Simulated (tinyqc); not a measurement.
## Input admittance of a MOSFET at zero drain bias: distributed channel and distributed gate: effect of the gate overdrive

Source and drain grounded, strong inversion, w = 2 pi f, Cox = eps0 eox/tox. The channel is an RC line of resistance 1/(mu Cox Vo) per square fed from both ends, so one finger has the intrinsic admittance y = i w Cox L tanh(g)/g per width, g = (1/2) sqrt(i w tau), tau = L^2/(mu Vo). The vertical resistance rv/L is in series with y, the overlaps 2 i w Cov in parallel: y_t = 1/(1/y + rv/L) + 2 i w Cov. The gate strip is a line of Rsh/L per length loaded by y_t, so a finger has Y = y_t Wf tanh(k)/k, k = (Wf/sd) sqrt(y_t Rsh/L); the device has Nf Y.

Low-frequency limits, with c = Cox L and ct = c + 2 Cov: R_strip = Rsh Wf/(3 sd^2 L Nf), R_ch = (c/ct)^2 L/(12 mu Cox Vo Wf Nf), R_vert = (c/ct)^2 rv/(L Wf Nf), C = ct Wf Nf. Z = 1/(Nf Y) = R + 1/(i w C), Q = |Im Z|/R, far-point signal |1/cosh k|.

Parameters, values chosen for the exercise; values of the order met in silicon radio-frequency transistors: relative permittivity of the gate insulator (close to silicon dioxide) eox = 3.9; insulator thickness tox = 7.5 nm; channel length L = 1.9 um; finger width Wf = 5.1 um; number of fingers Nf = 1; channel mobility mu = 210 cm^2/(V s); sheet resistance of the gate Rsh = 33 ohm/square; vertical resistivity of the gate stack rv = 5.1 ohm um^2; number of ends at which a finger is contacted sd = 2; overlap and fringe capacitance on each side Cov = 0.16 fF/um; frequency f = 0.58 GHz.

Constants: eps0 = 8.8541878128e-14 F/cm where lengths are in cm. Results are converted to the units shown.

Effect of the gate overdrive:

| Vo (V) | w tau | \|k\| | R (ohm) | low-frequency R (ohm) | C (fF) | Q | signal at the far point |
|---|---|---|---|---|---|---|---|
| 0.2 | 3.132 | 0.05974 | 1495 | 1502 | 45.55 | 4.031 | 0.9996 |
| 0.35 | 1.790 | 0.06063 | 860.3 | 861.7 | 46.01 | 6.932 | 0.9997 |
| 0.5 | 1.253 | 0.06086 | 605.1 | 605.5 | 46.13 | 9.831 | 0.9998 |
| 0.65 | 0.9638 | 0.06096 | 467.4 | 467.6 | 46.18 | 12.71 | 0.9999 |
| 0.8 | 0.7831 | 0.06100 | 381.3 | 381.4 | 46.20 | 15.58 | 0.9999 |
| 0.95 | 0.6594 | 0.06103 | 322.4 | 322.4 | 46.21 | 18.42 | 0.9999 |
| 1.1 | 0.5695 | 0.06104 | 279.5 | 279.5 | 46.22 | 21.24 | 0.9999 |
| 1.25 | 0.5012 | 0.06105 | 246.9 | 246.9 | 46.23 | 24.04 | 0.9999 |

What does the comparison show?

As Vo goes from 0.2 to 1.25, R falls from 1490 to 247 ohm, C rises from 45.5 to 46.2 fF and Q rises from 4.03 to 24.0. Only the channel term depends on Vo.

tinyqc, about 0.01 s, one thread, Intel Xeon 2.30GHz (shared host): `OMP_NUM_THREADS=1 python tinyqc.py 2262136 2262137 out.jsonl`
